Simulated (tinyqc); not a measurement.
Worked calculation: polytypes by hexagonality, and a cubic inclusion as a quantum well. Values are carried at full precision from step to step, so a last printed digit may differ when a step is redone from the rounded ones.

A layer is h if its two neighbours in the periodic sequence sit on the same site, k otherwise; the hexagonality h is the share of h layers.

Constants: hbar^2/2m0 = 3.80998211 eV angstrom^2.

Inputs chosen for the exercise (of the order of those of SiC; not measured data): E3 = 2.375 eV (gap of the cubic polytype); E2 = 3.357 eV (gap of 2H); Ev2 = 0.116 eV (valence top of 2H above that of 3C); P2 = -0.0425 C/m^2 (spontaneous polarisation of 2H); Es = 3.284 eV (gap at the hexagonality hs); hs = 0.5 (hexagonality up to which the first line holds); m = (0.318, 0.33) m0 (electron mass along c in the cubic layer and in the host); d = 2.523 angstrom (thickness of a double layer); eps = 9.9 (dielectric constant); N = 4 (double layers in the cubic inclusion).

## Hexagonality

Stacking sequences:
```
polytype               sequence
21R       ABCACBACABCBACBCABACB
2H                           AB
15R             ABCACBCABACABCB
4H                         ABCB
10H                  ABCABCBACB
```

Give the h/k string and h of each.

Hexagonality:
```
polytype             h/k string       h
21R       hkkhkkkhkkhkkkhkkhkkk  0.2857
2H                           hh  1.0000
15R             hkkhkhkkhkhkkhk  0.4000
4H                         hkhk  0.5000
10H                  hkkkkhkkkk  0.2000
```

## Gaps and band edges

Gap: E3 + (Es - E3) h/hs for h up to hs, then linear from Es to E2 at h = 1. Valence top Ev2 h and polarisation P2 h, both counted from 3C; Ec = Ev + gap.

Evaluate for each polytype.

Results:
```
polytype  gap (eV)  Ev (eV)  Ec (eV)  P (C/m^2)
21R         2.8944   0.0331   2.9276   -0.01214
2H          3.3570   0.1160   3.4730   -0.04250
15R         3.1022   0.0464   3.1486   -0.01700
4H          3.2840   0.0580   3.3420   -0.02125
10H         2.7386   0.0232   2.7618   -0.00850
```

The widest gap is that of 2H, the narrowest that of 10H. Ev and Ec both rise with h, so 3C collects electrons and the more hexagonal side holes: a staggered line-up.

## The bound level without the field

A cubic inclusion of width L = N d in the host (h = 0.5) is a well of depth V = Ec(host) - Ec(3C). Square well with mass mismatch: k tan(k L/2) = (m_w/m_b) q, k = sqrt(m_w E/c), q = sqrt(m_b (V - E)/c), c = hbar^2/2m0, lowest root. The depth of the level, V - E, is its binding, and the transition to the valence top of the host is gap(host) - (V - E). The step in polarisation gives a field |F| = |P|/(eps eps0) in a thin inclusion, eps0 = 8.8541878e-12 F/m.

Give V, L, the level E, its depth below the host conduction edge and the transition to the valence top of the host, gap(host) - (V - E).

V = 0.9670 eV
L = 10.092 angstrom
E above the bottom = 0.3736 eV
depth below the host edge = 0.5934 eV
transition = 2.6906 eV

The level keeps 61 % of the well depth. The transition lies above the gap of 3C itself (2.375 eV). At a few layers the effective-mass picture is only a guide.

## The polarisation field

Give |F|, the drop |F| L, the bound charge |P|/e per cm^2 (e = 1.602176634e-19 C), and, as a first estimate, the shift -|F| L/2 of the transition for an electron centred in the layer and a hole in the host on the high side.

|F| = 2.424 MV/cm
drop = 244.7 meV
bound charge = 1.33e+13 cm^-2
estimated shift = -122.3 meV

The drop is 25 % of the well depth. The host edge on the low side sinks by 122 meV against the centre, less than the 593 meV by which the flat well binds.

## Checks

- Square-well root against finite differences on a grid of 0.5 angstrom (eV): 0.374 against 0.373.

Run: tinyqc, `OMP_NUM_THREADS=1 python tinyqc.py 1881219 1881220 out.jsonl`; Intel(R) Xeon(R) Processor @ 2.30GHz, one thread, shared host; about 0.04 s of CPU time with all checks.
